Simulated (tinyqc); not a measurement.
Small-signal admittance of a forward-biased p+-n diode: effect of the excess hole density at the junction edge.

Holes injected into a neutral base of width wb with an ohmic contact at its end; low injection, p0 far above the equilibrium density. A small voltage v exp(i w t), w = 2 pi f, modulates the edge density by p0 v/Vt, and the small-signal density obeys Dp d2p/dx2 = (1/tau + i w) p.

L = sqrt(Dp tau); direct current J = (q Dp p0/L) coth(wb/L); k = sqrt(1 + i w tau)/L; diffusion admittance Y = (q Dp p0/Vt) k coth(k wb) = G + i w C_diff; junction capacitance C_j = sqrt(q eps0 eps_r Nd/(2 Vr)) in the depletion approximation, with the remaining barrier Vr = Vt ln(Na/p0), a rough value under forward bias; base-width modulation is left out. Measured admittance 1/[Rs + 1/(Y + i w C_j)].

Inputs (values chosen for the exercise); permittivity close to that of 4H silicon carbide: temperature T = 300 K; relative permittivity eps_r = 9.7; donor density of the base Nd = 5.5e16 cm^-3; hole diffusion coefficient Dp = 1.8 cm^2/s; hole lifetime tau = 4e-6 s; width of the neutral base wb = 27 um; acceptor density of the p+ side Na = 4e18 cm^-3; series resistance Rs = 0.004 ohm cm^2; signal frequency f = 16000 Hz.

Constants: q = 1.602176634e-19 C, kB = 1.380649e-23 J/K, Vt = kB T/q, eps0 = 8.8541878128e-14 F/cm where lengths are in cm. Results are converted to the units shown.

The same in every row: w tau = 0.4021.

Effect of the excess hole density at the junction edge:
columns A: p0 (cm^-3); B: G (S/cm^2); C: C_diff (uF/cm^2); D: C_j (uF/cm^2); E: measured G (S/cm^2); F: measured C (uF/cm^2); G: phase of the measured Y (degrees)
```
A            B         C        D         E        F      G
6e9   3.271e-5  2.950e-5  0.08488  3.300e-5  0.08491  89.78
6e10  3.271e-4  2.950e-4  0.09014  3.274e-4  0.09043  87.94
6e11  0.003271  0.002950  0.09652  0.003271  0.09947  71.88
6e12   0.03271   0.02950   0.1045   0.03271   0.1339  22.38
6e13    0.3271    0.2950   0.1148    0.3267   0.4087  7.169
6e14     3.271     2.950   0.1289     3.229    3.000  5.336
6e15     32.71     29.50   0.1500     28.95    23.18  4.603
```

As p0 goes from 6e9 to 6e15, G rises from 3.27e-5 to 32.7 S/cm^2, C_diff rises from 2.95e-5 to 29.5 uF/cm^2 and the measured C rises from 0.0849 to 23.2 uF/cm^2. C_diff exceeds C_j for p0 = 6e13, 6e14, 6e15.

Program tinyqc, `OMP_NUM_THREADS=1 python tinyqc.py 2890122 2890123 out.jsonl`; Intel Xeon 2.30GHz, shared host, one thread, about 0.01 s.
